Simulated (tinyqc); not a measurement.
Worked calculation: coherent transport through a tight-binding region between two chains. One step of it, computed by the program tinyqc.

Problem. Transmission at E = -0.03 eV. Surface Green function g = (E - i sqrt(4 t^2 - E^2)) / (2 t^2); self-energy tc^2 g on each contact site; G = (E - H - Sigma)^(-1); Gamma = -2 Im Sigma; T = Gamma_L Gamma_R |G_LR|^2; local density of states -Im G_ii / pi.

H of the central region (eV):
```
           1          2          3
1   0.000000  -1.830000   0.000000
2  -1.830000   0.640000  -1.420000
3   0.000000  -1.420000   0.000000
```

Leads: semi-infinite chains with site energy 0:
```
parameter                           value
lead hopping t (eV)              1.600000
coupling to the left lead (eV)   0.630000
coupling to the right lead (eV)  0.960000
left contact site                       1
right contact site                      3
```

E = -0.030000 eV

Give: g; G; local density of states; transmission.

Solution.

g = -0.006-0.625i 1/eV

G (1/eV):
```
              1             2              3
1  0.079-0.836i  0.434-0.023i   0.103+1.066i
2  0.434-0.023i  0.003-0.059i   0.146+0.002i
3  0.103+1.066i  0.146+0.002i  -0.064-1.373i
```

local density of states (1/eV): 0.266  0.019  0.437

transmission = 0.656
